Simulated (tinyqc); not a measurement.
What moves the results: Fermi-Dirac statistics of conduction electrons. A value that a table varies takes the place of the one given here.

Non-parabolic band E (1 + alpha E) = c k^2/m: n = Nc (2/sqrt(pi)) integral_0^infinity sqrt(x (1 + a x)) (1 + 2 a x) dx/(1 + exp(x - eta)) with a = alpha kT and eta = (EF - Ec)/kT; a = 0 gives n = Nc F_1/2(eta).

Constants: hbar^2/2m0 = 3.80998211 eV angstrom^2; kB = 8.617333262e-05 eV/K.

Inputs chosen for the exercise (near those of Si, lowest valleys alone; the results hold for these values, not for the real material):

| symbol | value | unit | meaning |
|---|---|---|---|
| m | 1.0899 | m0 | density-of-states mass of the conduction band |
| T | 77 | K |  |
| alpha | 0.47 | 1/eV | non-parabolicity |
| n | 1.2e+18 | 1/cm^3 | electron density |

## Parabolic against non-parabolic filling

N = 2 (m kB T/(4 pi c))^(3/2) with c = hbar^2/2m0, in 1/angstrom^3; times 1e24 for 1/cm^3. k_F = (3 pi^2 n)^(1/3) and the energy E0 that solves E (1 + alpha E) = c k_F^2/m give the limit of zero temperature.

EF - Ec (meV):

| n (1/cm^3) | parabolic | non-parabolic | non-parabolic, 0 K |
|---|---|---|---|
| 4.0e+17 | -14.5 | -14.6 | 1.8 |
| 1.0e+18 | -8.1 | -8.2 | 3.3 |
| 6.0e+18 | 6.9 | 6.7 | 11.0 |
| 2.0e+19 | 23.0 | 22.6 | 24.4 |
| 6.0e+19 | 50.5 | 49.3 | 50.1 |
| 2.0e+20 | 114.1 | 108.4 | 108.9 |

Non-parabolicity lowers EF by 0.1 meV at the lowest density and by 5.7 meV at the highest, where alpha (EF - Ec) = 0.05. Temperature lowers EF below its 0 K value by 16.4 meV at the lowest density and by 0.4 meV at the highest. EF enters the band between 1e+18 and 6e+18 1/cm^3.

## What moves the Fermi level

N = 2 (m kB T/(4 pi c))^(3/2) with c = hbar^2/2m0, in 1/angstrom^3; times 1e24 for 1/cm^3. Each row changes one parameter from the base and keeps the others.

Results:

| case | parabolic EF - Ec (meV) | non-parabolic EF - Ec (meV) |
|---|---|---|
| base | -6.74 | -6.83 |
| m = 0.9809 m0 | -5.56 | -5.66 |
| T = 52 K | -1.51 | -1.55 |
| n = 2.4e+18 1/cm^3 | -1.39 | -1.50 |
| alpha = 0.705 1/eV | -6.74 | -6.88 |

The largest shifts from the base row, up to three for each result and ties (the steps differ in size, so this ranks the rows, not the parameters). parabolic EF - Ec (meV): n +5.35, T +5.23, m +1.18; unchanged at the printed digits by alpha. non-parabolic EF - Ec (meV): n +5.33, T +5.28, m +1.17.

(tinyqc, `OMP_NUM_THREADS=1 python tinyqc.py 1651976 1651977 out.jsonl`, Intel(R) Xeon(R) Processor @ 2.30GHz, 1 thread, shared host, about 0.02 s.)
